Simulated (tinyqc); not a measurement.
Carrier lifetime of a p-type layer with SRH, radiative, Auger and surface recombination: two steps of the calculation.

Uniform excess density dn = dp (no trapping), n = n0 + dn, p = p0 + dn, Boltzmann statistics, full ionisation. Surfaces enter as a rate 2 S dn/d, which holds while diffusion to them is fast.

Inputs (values chosen for the exercise); band and dielectric values close to those of cadmium telluride: temperature T = 300 K; band gap Eg = 1.48 eV; conduction-band density of states at T Nc = 8.01e17 cm^-3; valence-band density of states at T Nv = 1.84e19 cm^-3; radiative coefficient B = 2.01e-10 cm^3/s; acceptor density N = 8.9e15 cm^-3; Auger coefficient (two electrons) Cn = 2.8e-30 cm^6/s; Auger coefficient (two holes) Cp = 1.4e-30 cm^6/s; trap density Nt = 1.8e12 cm^-3; capture cross-section for electrons sn = 7e-14 cm^2; capture cross-section for holes sp = 4e-16 cm^2; thermal velocity (both carriers) vth = 2.3e7 cm/s; trap level below the conduction band Et = 1.01 eV; surface recombination velocity (both faces) S = 0 cm/s; sample thickness d = 30 um; generation rate G = 1e22 cm^-3 s^-1.

Constants: q = 1.602176634e-19 C, kB = 1.380649e-23 J/K, Vt = kB T/q. Results are converted to the units shown.

Task 1. Equilibrium densities and SRH constants. ni = sqrt(Nc Nv) exp(-Eg/(2 Vt)), Eg in volts; majority density N/2 + sqrt(N^2/4 + ni^2), n0 p0 = ni^2; n1 = Nc exp(-Et/Vt), p1 = Nv exp((Et - Eg)/Vt); tn0 = 1/(sn vth Nt), tp0 = 1/(sp vth Nt).

Wanted: ni; n0; p0; n1; p1; tn0; tp0.

Result 1.

ni = 1.422e6 cm^-3
n0 = 2.271e-4 cm^-3
p0 = 8.900e15 cm^-3
n1 = 8.637 cm^-3
p1 = 2.340e11 cm^-3
tn0 = 3.451e-7 s
tp0 = 6.039e-5 s

Task 2. New dn. With e = n p - ni^2 = dn (n0 + p0 + dn): U_SRH = e/(tp0 (n + n1) + tn0 (p + p1)), U_rad = B e, U_Aug = (Cn n + Cp p) e, U_s = 2 S dn/d. Substitution: tau = dn/U with U the sum, dn(new) = G tau.

dn after iteration 1 = 5.5809289e14 cm^-3
n0 = 2.2706731e-4 cm^-3
p0 = 8.9e15 cm^-3
n1 = 8.6373256 cm^-3
p1 = 2.3397278e11 cm^-3
tn0 = 3.4506556e-7 s
tp0 = 6.0386473e-5 s

Give: U_SRH; U_rad; U_Aug; U_s; tau; dn after iteration 2.

Result 2.

U_SRH = 1.428e20 cm^-3 s^-1
U_rad = 1.061e21 cm^-3 s^-1
U_Aug = 7.814e16 cm^-3 s^-1
U_s = 0 cm^-3 s^-1
tau = 4.636e-7 s
dn after iteration 2 = 4.636e15 cm^-3

Program tinyqc, `OMP_NUM_THREADS=1 python tinyqc.py 2300066 2300067 out.jsonl`; Intel Xeon 2.30GHz, shared host, one thread, about 0.01 s.
